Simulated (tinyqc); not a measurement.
Strain, valley repopulation and piezoresistance in a many-valley conduction band: one step, computed by the program tinyqc.

Valleys are ellipsoids with mass m_l along the axis a and m_t across it, parabolic, with one constant relaxation time; strain shifts the valleys and leaves the masses alone. Currents are taken along [110], along the load, and along [001], across the load.

Problem. Valley shifts. Herring-Vogt shift of a valley with unit axis a: dE = Xi_d tr(e) + Xi_u a.e.a.

Inputs (values chosen for the exercise, modelled on silicon): shear deformation potential Xi_u = 9.18 eV; dilation deformation potential Xi_d = 1.1 eV.

Valley axes: <100> (6 valleys in 3 pairs). Load: uniaxial [110].

strain tensor (%), rows x, y, z:
```
[[0.2223352, 0.2550378, 0.0000000],
 [0.2550378, 0.2223352, 0.0000000],
 [0.0000000, 0.0000000, -0.1693476]]
```

Constants: k_B = 8.617333262e-05 eV/K.

Give: shifts dE; splitting (highest minus lowest).

Solution.

shifts dE (meV): x 23.439, y 23.439, z -12.518

splitting (highest minus lowest) = 35.956 meV

Caution: shear strain also changes the transverse masses of <100> valleys, which this model leaves out.
